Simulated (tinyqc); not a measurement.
# Changing the silane pressure p_S

Model: microkinetic model of low-temperature epitaxy from hydride gases: adsorption, hydrogen desorption and rate control. Computed by tinyqc, a small Python program. Command: `OMP_NUM_THREADS=1 python tinyqc.py 3025795 3025796 out.jsonl hepi sweep`. One thread of a shared host (Intel(R) Xeon(R) Processor @ 2.30GHz), about 0.03 s of CPU time with the checks.

Each hydride molecule needs two free sites and leaves four hydrogen atoms, of which two leave at once as H2; theta is the hydrogen coverage, the site density is 6.78 per nm^2 and one layer is 1.358 angstrom thick.

Inputs (values chosen for the exercise, close to those used for silane and germane on Si(001)): sticking prefactor of silane s0 = 0.047; adsorption barrier E_s = 0.25 eV; desorption prefactor nu_d = 3e+12 1/s; desorption energy on silicon E_d = 2.14 eV; hydrogen carrier pressure p_H = 0 Pa; sticking of hydrogen s_H = 4.7e-07; temperature T = 690 C; germane pressure p_G = 0.00091 Pa; sticking ratio of germane to silane r_G = 4.7; lowering of E_d per unit germanium fraction, dE = 0.44 eV.

Film: silicon-germanium. Order of hydrogen desorption: first.

Constants: k_B = 8.617333262e-05 eV/K; u = 1.6605390666e-27 kg; k_B = 1.380649e-23 J/K.

Method:
- Flux per site F = p/(sqrt(2 pi M k_B T) x 6.78e18 per m^2), M = 32.12 u (silane), 76.63 u (germane), 2.016 u (hydrogen); s = s0 exp(-E_s/(k_B T)); k_S = s F_S, k_G = r_G s F_G; germanium fraction x = k_G/(k_S + k_G); k = k_S + k_G; k_H = s_H F_H; k_d = nu_d exp(-(E_d - dE x)/(k_B T)).
- Temperatures in kelvin are T(C) + 273.15.
- With k the hydride and k_H the hydrogen adsorption rate on free pairs and k_d the desorption rate, steady state: 2 (k + k_H)(1 - theta)^2 = k_d theta; growth rate R = k (1 - theta)^2 layers/s; 1 layer/s = 8.148 nm/min.
- With c = 2 (k + k_H)/k_d the free share is 1 - theta = 2/(1 + sqrt(1 + 4c)).
- X_i = d ln R/d ln k_i at fixed other constants. With f = 1 - theta and a = 2/f + 1/theta: d ln f/d ln k_d = 1/(a f), so X_d = 2/(a f), X_k = 1 - X_d k/(k + k_H), X_H = -X_d k_H/(k + k_H); they sum to 1.

One run for each value:
```
silane pressure p_S (Pa)  growth rate G (nm/min)  hydrogen coverage theta  X_d (desorption)
0.001                                 1.5685e-01               4.1173e-05        8.2342e-05
0.003                                 2.3998e-01               2.4306e-04        4.8600e-04
0.01                                  5.2912e-01               2.1622e-03        4.3151e-03
0.03                                  1.3339e+00               1.0995e-02        2.1751e-02
0.1                                   3.9110e+00               4.3740e-02        8.3814e-02
0.3                                   9.7591e+00               1.1994e-01        2.1420e-01
1                                     2.1803e+01               2.7719e-01        4.3407e-01
3                                     3.6055e+01               4.6287e-01        6.3282e-01
10                                    5.0571e+01               6.5146e-01        7.8895e-01
30                                    6.0483e+01               7.7991e-01        8.7635e-01
```

What does the table show?

Over the rows, growth rate G (nm/min) rises from 0.157 to 60.5 (exponent d ln y / d ln x 0.39 between the first rows and 0.16 between the last); hydrogen coverage theta rises from 4.12e-5 to 0.780 (exponent d ln y / d ln x 1.6 between the first rows and 0.16 between the last); X_d (desorption) rises from 8.23e-5 to 0.876 (exponent d ln y / d ln x 1.6 between the first rows and 0.096 between the last).

Caution (rows 0.00100, 0.00300): layer thickness and site density of silicon are kept, and strain and surface segregation of germanium are ignored, which matters at this fraction.
